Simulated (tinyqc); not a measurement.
# Abrupt p-n junction, non-linear Poisson equation by Newton steps: two studies

One dimension, p side on the left, n side on the right; net doping C = -Na for x < 0 and +Nd for x > 0. The potential psi is counted from the intrinsic level, and the quasi-Fermi potentials are flat: 0 for holes and -V for electrons, so n = ni exp((psi + V)/Vt) and p = ni exp(-psi/Vt) (Boltzmann statistics, full ionisation, no current).

Values chosen for this exercise; band and dielectric values close to those of gallium nitride: temperature T = 300 K; band gap Eg = 3.43 eV; relative permittivity eps_r = 9.62; conduction-band density of states at T Nc = 2.27e18 cm^-3; valence-band density of states at T Nv = 4.59e19 cm^-3; acceptor density of the p side Na = 9.8e17 cm^-3; donor density of the n side Nd = 6.9e15 cm^-3; bias of the p side against the n side V = 0.4 V.

Constants: q = 1.602176634e-19 C, kB = 1.380649e-23 J/K, Vt = kB T/q, eps0 = 8.8541878128e-14 F/cm where lengths are in cm. Results are converted to the units shown.

Each table varies one quantity; the others keep the values above.

## Capacitance and field against bias

The Poisson equation d/dx(eps0 eps_r dpsi/dx) = -q (p - n + C) is solved on a mesh of more than 1000 nodes that ends in neutral material (psi_p = -Vt ln(Na/ni), psi_n = Vt ln(Nd/ni) - V). C_j = q d/dV of the integral of p over x, from the linearised equation. ni = sqrt(Nc Nv) exp(-Eg/(2 Vt)), Eg in volts. Depletion approximation: Vbi = Vt ln(Na Nd/ni^2), W = sqrt(2 eps0 eps_r (Vbi - V)(1/Na + 1/Nd)/q), xp = W Nd/(Na + Nd), xn = W Na/(Na + Nd), peak field 2 (Vbi - V)/W, capacitance eps0 eps_r/W. The last column applies it to an abrupt Na-Nd junction.

Capacitance and field against bias:
```
V (V)  peak |E| (kV/cm)  C_j (nF/cm^2)  1/C_j^2 (cm^4/uF^2)  eps0 eps_r/C_j (nm)  abrupt depletion C (nF/cm^2)
0.48              92.43          13.32                 5639                639.6                         13.16
-0.68             105.2          11.09                 8131                768.1                         11.00
-1.85             117.3          9.695              1.064e4                878.6                         9.640
-3.01             128.4          8.729              1.312e4                975.8                         8.690
-4.18             139.0          7.999              1.563e4                 1065                         7.970
-5.34             149.0          7.431              1.811e4                 1146                         7.407
-6.51             158.4          6.965              2.062e4                 1223                         6.946
-7.67             167.4          6.580              2.310e4                 1295                         6.564
-8.84             176.0          6.250              2.560e4                 1363                         6.236
-10               184.2          5.967              2.808e4                 1427                         5.956
```

With V going from 0.48 to -10 V, C_j falls from 13.3 to 5.97 nF/cm^2 and the peak field rises from 92.4 to 184 kV/cm. The slope of 1/C_j^2, read as N = 2/(q eps0 eps_r |slope|), gives 6.82e15 cm^-3 between the first two rows and 6.85e15 cm^-3 between the last two, against Na Nd/(Na + Nd) = 6.85e15 cm^-3; the slopes of all rows agree within 0.4 %, as for uniform doping at both edges. At the end C_j goes as (Vbi - V)^(-0.50) with Vbi = 3.18 V, and it is 0.20 % above the abrupt depletion formula (at the first row 1.2 % above it).

## Effect of the doping Nd

Exact first integral for an abrupt junction with thick neutral sides: psi_p = -Vt ln(Na/ni), psi_n = Vt ln(Nd/ni) - V, psi_j = (Nd psi_n + Na psi_p - Vt (Nd - Na))/(Na + Nd) at the junction, n_j = ni exp((psi_j + V)/Vt), p_j = ni exp(-psi_j/Vt), and E_j^2 = (2 q/(eps0 eps_r)) [Nd (psi_n - psi_j - Vt) + Vt (n_j + p_j)] (minority densities of the neutral sides neglected).

The same in every row: ni (cm^-3) = 1.5783e-10.

Results:
```
Nd (cm^-3)  Vbi (V)  W (nm)  share of W on the n side (%)  peak field, depletion (kV/cm)  peak field, exact (kV/cm)
3.3e16       3.2212  306.53                        96.742                         184.07                     182.67
8.2e16       3.2447  199.93                        92.279                         284.57                     281.97
2e17         3.2678  135.49                        83.051                         423.32                     419.48
5.1e17       3.2920  95.744                        65.772                         604.10                     598.68
1.3e18       3.3161  74.492                        42.982                         782.94                     775.97
3.2e18       3.3394  64.544                        23.445                         910.84                     902.79
2e19         3.3868  58.304                        4.6711                         1024.6                     1015.8
```

Estimate the missing row, Nd = 8e18 cm^-3.

Computed row:
```
Nd (cm^-3)  Vbi (V)  W (nm)  share of W on the n side (%)  peak field, depletion (kV/cm)  peak field, exact (kV/cm)
8e18         3.3631  60.073                        10.913                         986.51                     977.87
```

With this row back in the table: As Nd rises, Vbi rises from 3.22 to 3.39 V, 59.5 mV a decade (Vt ln 10), and W falls from 307 to 58.3 nm. The exponent d ln W/d ln Nd is -0.47 between the first two rows and -0.03 between the last two: the lighter-doped side sets the width, and Nd passes Na = 9.8e17 cm^-3 within the table. The depletion field is 0.77 % above the exact one in the first row and 0.86 % above it in the last. For Nd = 5.1e17, 1.3e18, 3.2e18, 8e18, 2e19 the doping exceeds a fifth of the band density of states, where Boltzmann statistics begin to fail.

Computed by the program tinyqc: `OMP_NUM_THREADS=1 python tinyqc.py 2000120 2000121 out.jsonl`, one thread of a shared Intel Xeon 2.30GHz, about 0.03 s for the whole run.
